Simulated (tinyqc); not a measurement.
What moves the results: six-band Luttinger-Kohn model with strain. A value that a table varies takes the place of the one given here.

Six-band Luttinger-Kohn model in the basis |3/2,3/2>, |3/2,1/2>, |3/2,-1/2>, |3/2,-3/2>, |1/2,1/2>, |1/2,-1/2>, electron energies, zero at the top of the unstrained valence band. H = -[rows: (P+Q, -S, R, 0, -S/r2, r2 R); (-S*, P-Q, 0, R, -r2 Q, r32 S); (R*, 0, P-Q, S, r32 S*, r2 Q); (0, R*, S*, P+Q, -r2 R*, -S*/r2); (-S*/r2, -r2 Q, r32 S, -r2 R, P+Dso, 0); (r2 R*, r32 S*, r2 Q, -S/r2, 0, P+Dso)], r2 = sqrt(2), r32 = sqrt(3/2). Levels are twofold.

P = c g1 k^2 - av tr(e); Q = c g2 (kx^2 + ky^2 - 2 kz^2) - (b/2)(exx + eyy - 2 ezz); R = c sqrt3 [-g2 (kx^2 - ky^2) + 2i g3 kx ky] + (sqrt3/2) b (exx - eyy) - i d exy; S = 2 c sqrt3 g3 (kx - i ky) kz - d (exz - i eyz); c = hbar^2/2m0, e the strain tensor (not engineering shear).

s11 = (C11 + C12)/((C11 - C12)(C11 + 2 C12)), s12 = -C12/((C11 - C12)(C11 + 2 C12)), s44 = 1/C44; exx = s11 sxx + s12 (syy + szz) and cyclic, exy = s44 sxy/2; tension is positive. A uniaxial stress X along the unit vector n is s_ij = X n_i n_j.

Constants: hbar^2/2m0 = 3.80998211 eV angstrom^2.

Parameters, chosen for this exercise (near those of InAs; the results hold for these values, not for the real material):

| symbol | value | unit | meaning |
|---|---|---|---|
| Dso | 0.399 | eV | spin-orbit splitting |
| g1 | 20.22 |  | Luttinger gamma1 |
| g2 | 8.43 |  | gamma2 |
| g3 | 9.14 |  | gamma3 |
| av | 0.97 | eV | valence hydrostatic potential |
| b | -1.83 | eV | tetragonal shear potential |
| d | -3.79 | eV | trigonal shear potential |
| C11 | 86.8 | GPa |  |
| C12 | 43.5 | GPa |  |
| C44 | 39.8 | GPa |  |
| load | uniaxial [111] |  | kind of stress |
| X1 | 1.5 | GPa | size of the stress |
| E_h | 10 | meV | hole energy below the top |
| X | -0.32 | GPa | stress |

## Sweep of a uniaxial [111] stress

Edges at k = 0 and curvature masses of the top pair along [100] and [001] (step 0.0002 1/angstrom); at zero stress the top is fourfold and has no single curvature.

Edges and masses:

| X (GPa) | top (eV) | second (eV) | third (eV) | splitting (meV) | m [100] | m [001] |
|---|---|---|---|---|---|---|
| -2.10 | 0.0602 | -0.0694 | -0.4249 | 129.6 | 0.049 | 0.049 |
| -1.40 | 0.0373 | -0.0463 | -0.4135 | 83.6 | 0.049 | 0.049 |
| -0.70 | 0.0171 | -0.0231 | -0.4047 | 40.2 | 0.049 | 0.049 |
| 0.00 | 0.0000 | 0.0000 | -0.3990 | 0.0 | - | - |
| 0.70 | 0.0231 | -0.0134 | -0.3970 | 36.5 | 0.049 | 0.049 |
| 1.40 | 0.0463 | -0.0226 | -0.3992 | 68.9 | 0.049 | 0.049 |
| 2.10 | 0.0694 | -0.0275 | -0.4058 | 96.9 | 0.049 | 0.049 |

What can be read from the table?

The splitting reaches 129.6 meV under compression and 96.9 meV under the same tension; linear shear terms alone would make the two equal, and the difference comes from the coupling to the split-off band. At the ends of the sweep the top pair has a mass along [100] of 0.049 under compression and 0.049 under tension, nearly the same; along [001] it has 0.049 and 0.049. The top edge itself moves by +60 and +69 meV. The ends of the sweep mean strains up to 2.2 %, beyond the range of linear deformation potentials.

## Which stress helps holes along [110]

Each load has size X1 (biaxial: sxx = syy); masses are curvatures of the top pair at k = 0.

Results:

| load | splitting (meV) | top edge (meV) | m [110] | m [001] |
|---|---|---|---|---|
| uniaxial [110], compression | 103.7 | 48.6 | 0.022 | 0.142 |
| uniaxial [110], tension | 85.2 | 57.1 | 0.346 | 0.029 |
| uniaxial [100], compression | 143.6 | 71.8 | 0.038 | 0.129 |
| uniaxial [100], tension | 104.3 | 71.8 | 0.062 | 0.035 |
| uniaxial [111], compression | 90.1 | 40.5 | 0.031 | 0.049 |
| uniaxial [111], tension | 73.2 | 49.6 | 0.090 | 0.049 |
| biaxial (001), compression | 104.3 | 46.7 | 0.035 | 0.298 |
| biaxial (001), tension | 143.6 | 96.9 | 0.129 | 0.022 |

What does this show, and why?

The lightest mass along [110] (0.022) comes with uniaxial [110], compression. The largest splitting (143.6 meV) comes with uniaxial [100], compression; biaxial (001), tension. The heaviest mass along [001] (0.298), which lowers the confinement energy in a (001) channel, comes with biaxial (001), compression. The splitting per GPa follows b (s11 - s12) for loads along cube axes and d s44 for [111]: here 2 |b| (s11 - s12) = 84.5 and |d| s44/sqrt3 = 55.0 meV per GPa in the limit of large Dso; where the splitting nears Dso, mixing with the split-off band makes it depend on the sign of the load.

## Warping of the constant-energy contours (six-band Luttinger-Kohn model)

No strain (e = 0). In the plane kz = 0, |k| where the top and second pairs lie E_h below the top, against the angle from [100]; m = c k^2/E_h.

Contours:

| angle (degrees) | k top (1/angstrom) | k second (1/angstrom) | m top (m0) | m second (m0) |
|---|---|---|---|---|
| 0 | 0.0279 | 0.0085 | 0.298 | 0.027 |
| 9 | 0.0284 | 0.0084 | 0.307 | 0.027 |
| 18 | 0.0297 | 0.0084 | 0.336 | 0.027 |
| 27 | 0.0315 | 0.0084 | 0.379 | 0.027 |
| 36 | 0.0333 | 0.0084 | 0.422 | 0.027 |
| 45 | 0.0340 | 0.0083 | 0.441 | 0.027 |

What can be read from the table?

The heavy contour reaches 1.218 times as far along [110] as along [100], the light one 0.986 times. The warping follows g3 - g2 = 0.71 and would vanish for g2 = g3. Along [100] the heavy mass is 1/(g1 - 2 g2) = 0.298 at any energy, while the light one is 0.0273, against 1/(g1 + 2 g2) = 0.0270 at the edge, for E_h/Dso = 0.03.

## What each parameter does

Edges at k = 0 under a uniaxial [111] stress X and the curvature mass of the top pair along [100] (step 0.0002 1/angstrom). Each row changes one parameter from the base and keeps the others.

Results:

| case | top (eV) | second (eV) | third (eV) | mass (m0) |
|---|---|---|---|---|
| base | 0.0074 | -0.0106 | -0.4012 | 0.049 |
| g2 = 6.744 | 0.0074 | -0.0106 | -0.4012 | 0.049 |
| av = 0.776 eV | 0.0077 | -0.0102 | -0.4008 | 0.049 |
| g3 = 10.968 | 0.0074 | -0.0106 | -0.4012 | 0.049 |
| Dso = 0.479 eV | 0.0073 | -0.0106 | -0.4811 | 0.049 |
| X = -0.384 GPa | 0.0090 | -0.0127 | -0.4017 | 0.049 |
| C12 = 52.2 GPa | 0.0076 | -0.0104 | -0.4010 | 0.049 |
| d = -3.032 eV | 0.0055 | -0.0088 | -0.4010 | 0.049 |

What can be read from the table?

The largest shifts from the base row, up to three for each result and ties (the steps differ in size, so this ranks the rows, not the parameters). top (eV): d -0.0019, X +0.0016, av +0.0004; unchanged at the printed digits by g2 and g3. second (eV): X -0.0021, d +0.0018, av +0.0004; unchanged at the printed digits by g2, g3 and Dso. third (eV): Dso -0.0799, X -0.0005, av +0.0004; unchanged at the printed digits by g2 and g3. mass (m0): unchanged at the printed digits by g2, av, g3, Dso, X, C12 and d. The Luttinger parameters multiply k^2 and cannot move the edges; av shifts all edges alike and leaves the mass.

Computed by tinyqc, a small Python program: `OMP_NUM_THREADS=1 python tinyqc.py 1080172 1080173 out.jsonl` (the numbers bound the seed that draws the inputs); one thread of a shared host (Intel(R) Xeon(R) Processor @ 2.30GHz), about 0.08 s for the whole set of steps.
